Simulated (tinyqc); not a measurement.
One level coupled to a phonon between two leads, self-consistent Born approximation: two steps of the calculation.

Wide-band leads with mu_L = +V/2 and mu_R = -V/2; phonons in equilibrium, Nq = 1/(exp(w0/kB T) - 1). Scattering links only energies that differ by w0, so a ladder E_k = E1 + k w0 closes on itself; terms that reach past its ends are dropped. Gn and Gp are the electron and hole parts of the spectral function A = Gn + Gp.

Parameters, values chosen for the exercise:

| symbol | value | unit | meaning |
|---|---|---|---|
| T | 300 | K | temperature of leads and phonons |
| w0 | 20 | meV | phonon energy |
| ed | -10 | meV | level |
| GL | 4.8 | meV | coupling to the left lead |
| GR | 14 | meV | coupling to the right lead |
| V | 38 | mV | bias |
| nr | 6 |  | rungs of the ladder shown |
| E1 | -36 | meV | lowest rung |

Constants: q = 1.602176634e-19 C, kB = 1.380649e-23 J/K, Vt = kB T/q. Results are converted to the units shown.

Problem 1. The ladder and the first Green functions. |G|^2 = 1/[(E - ed)^2 + (GL + GR + Sin + Sout)^2/4], Gn = |G|^2 (GL fL + GR fR + Sin), Gp = |G|^2 (GL (1 - fL) + GR (1 - fR) + Sout), f = 1/(1 + exp((E - mu)/kB T)). On a single ladder the real part of the phonon self-energy, which needs all energies, is left out. At the start Sin = Sout = 0.

Find: E; fL; fR; Gn; Gp; Nq.

Solution 1.

```
rung  E (meV)      fL       fR  Gn (1/meV)  Gp (1/meV)
0         -36  0.8935   0.6587     0.01768    0.006919
1         -16  0.7948   0.4710     0.08370     0.06747
2           4  0.6411   0.2912     0.02516     0.04096
3          24  0.4518   0.1593    0.003535     0.01157
4          44  0.2755  0.08040    8.148e-4    0.005443
5          64  0.1492  0.03877    2.263e-4    0.003152
```

Nq = 0.8564

Problem 2. Green functions. 

```
rung  E (meV)    Sin (meV)  Sout (meV)
0         -36    8.0552534   2.9956090
1         -16    3.2059018   2.4842422
2           4    4.0563769   7.0071845
3          24    1.1953512   4.1831271
4          44   0.17873090   1.2537115
5          64  0.036173398  0.52380328
```

Give: Gn after iteration 1; Gp after iteration 1.

Solution 2.

```
rung  Gn after iteration 1 (1/meV)  Gp after iteration 1 (1/meV)
0                          0.02400                      0.009218
1                          0.07322                       0.05849
2                          0.02676                       0.04452
3                         0.004296                       0.01427
4                         8.702e-4                      0.005833
5                         2.325e-4                      0.003243
```

Range of the model: The self-consistent Born approximation keeps only non-crossing phonon lines and no Hartree shift; it is rough once the coupling nears the phonon energy.

Numbers from tinyqc (`OMP_NUM_THREADS=1 python tinyqc.py 2720132 2720133 out.jsonl`; about 0.2 s on one thread of a shared Intel Xeon 2.30GHz).
